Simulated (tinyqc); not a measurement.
Empirical pseudopotential in a few plane waves, step by step. Computed by tinyqc, a small Python program that keeps every step. Settings: plane-wave index or count = 15. Command: `OMP_NUM_THREADS=1 python tinyqc.py 29676 29677 out.jsonl` (the two numbers bound the seeds that draw the settings). One thread of a shared host (Intel(R) Xeon(R) Processor @ 2.60GHz), about 0.2 s of CPU time with the checks.

## Bloch Hamiltonian at k

Parameters chosen for this model: fcc lattice, atoms at +/- a/8 (1,1,1); form factors in rydberg at |G|^2 in units of (2 pi/a)^2:

| parameter | value | unit |
|---|---|---|
| a | 5.980000 | angstrom |
| VS(3) | -0.251000 | Ry |
| VS(8) | 0.030000 | Ry |
| VS(11) | 0.046000 | Ry |
| VA(3) | 0 | Ry |
| VA(4) | 0 | Ry |
| VA(11) | 0 | Ry |
| hbar^2/2m (2 pi/a)^2 | 4.206107 | eV |

k point k (2 pi / a): -0.240000  -0.080000  0.070000

Basis: the 15 shortest G (labels in 2 pi/a), the same at every k. H(G,G') = c |k + G|^2 delta + VS(|G-G'|^2) cos((G-G').tau) + i VA sin((G-G').tau), tau = a/8 (1,1,1); 1 Ry = 13.605693 eV.

H(k) at k (eV), lower triangle:
```
           +0+0+0     -1-1-1     -1-1+1     -1+1-1     -1+1+1     +1-1-1     +1-1+1     +1+1-1
+0+0+0   0.289801
-1-1-1   2.414790  15.011174
-1-1+1  -2.414790   0.000000  16.188884
-1+1-1  -2.414790   0.000000   0.408171  13.665220
-1+1+1  -2.414790  -0.408171   0.000000   0.000000  14.842930
+1-1-1  -2.414790   0.000000   0.408171   0.408171   0.000000  10.973312
+1-1+1  -2.414790  -0.408171   0.000000   0.000000   0.408171   0.000000  12.151022
+1+1-1  -2.414790  -0.408171   0.000000   0.000000   0.408171   0.000000   0.408171   9.627358
+1+1+1   2.414790   0.000000  -0.408171  -0.408171   0.000000  -0.408171   0.000000   0.000000
-2+0+0   0.000000  -2.414790  -2.414790  -2.414790   2.414790   0.442551  -0.442551  -0.442551
+0-2+0   0.000000  -2.414790  -2.414790   0.442551  -0.442551  -2.414790   2.414790  -0.442551
+0+0-2   0.000000  -2.414790   0.442551  -2.414790  -0.442551  -2.414790  -0.442551   2.414790
+0+0+2   0.000000  -0.442551   2.414790  -0.442551  -2.414790  -0.442551  -2.414790   0.442551
+0+2+0   0.000000  -0.442551  -0.442551   2.414790  -2.414790  -0.442551   0.442551  -2.414790
+2+0+0   0.000000  -0.442551  -0.442551  -0.442551   0.442551   2.414790  -2.414790  -2.414790

           +1+1+1     -2+0+0     +0-2+0     +0+0-2     +0+0+2     +0+2+0     +2+0+0
+1+1+1  10.805068
-2+0+0  -0.442551  21.152090
+0-2+0  -0.442551   0.408171  18.460182
+0+0-2  -0.442551   0.408171   0.408171  15.936518
+0+0+2  -2.414790  -0.408171  -0.408171   0.000000  18.291938
+0+2+0  -2.414790  -0.408171   0.000000  -0.408171   0.408171  15.768274
+2+0+0  -2.414790   0.000000  -0.408171  -0.408171   0.408171   0.408171  13.076365
```

## Levels at k

Diagonalise the Hermitian matrix.

eigenvalues (eV): -2.560777  6.258300  7.954921  8.008891  10.709112  11.991373  12.937449  13.046143  15.372762  16.180628  17.726210  20.245882  21.329571  21.750760  25.288912

## Bands along a path

The same steps at evenly spaced points between the labelled ones.

Bands along the path (eV), lowest eight:

| k | band 1 | band 2 | band 3 | band 4 | band 5 | band 6 | band 7 | band 8 |
|---|---|---|---|---|---|---|---|---|
| L | -0.768475 | 2.179805 | 7.702891 | 7.702891 | 10.124695 | 13.247897 | 13.247897 | 17.601336 |
| L-G 0.33 | -1.694631 | 3.542370 | 7.749090 | 7.749090 | 10.176321 | 13.104137 | 13.104137 | 15.972700 |
| L-G 0.67 | -2.511881 | 5.911508 | 8.099713 | 8.099713 | 10.338985 | 12.699344 | 12.699344 | 13.076924 |
| G | -2.802559 | 8.354457 | 8.354457 | 8.354457 | 8.938896 | 12.210150 | 12.210150 | 12.210150 |
| G-X 0.33 | -2.412059 | 5.743478 | 7.695855 | 7.695855 | 11.427767 | 11.549435 | 13.508412 | 13.508412 |
| G-X 0.67 | -1.257480 | 3.169337 | 6.916137 | 6.916137 | 10.918328 | 11.414181 | 16.171110 | 16.171110 |
| X | 0.607876 | 1.009658 | 6.780482 | 6.780482 | 10.524639 | 11.189604 | 19.432920 | 19.432920 |

With 4 band(s) filled, the highest filled level on these points lies at G and the lowest empty one at G: a gap of 0.5844 eV, direct. This holds for the small fixed basis; with all plane waves up to |k + G|^2 = 21 (2 pi/a)^2 the gap along the path is 1.33 eV.

## Convergence with the number of plane waves

Levels at G counted from the fourth one.

Levels (eV):

| plane waves | level 1 | level 5 | level 8 |
|---|---|---|---|
| 9 | -15.012708 | 0 | 1.632683 |
| 15 | -11.157016 | 0.584439 | 3.855692 |
| 27 | -10.567164 | 1.174641 | 3.443017 |
| 51 | -10.527825 | 1.331648 | 3.596772 |
| 59 | -10.554355 | 1.360942 | 3.434495 |
| 65 | -10.564686 | 1.360942 | 3.414238 |
| 89 | -10.542844 | 1.346269 | 3.432005 |
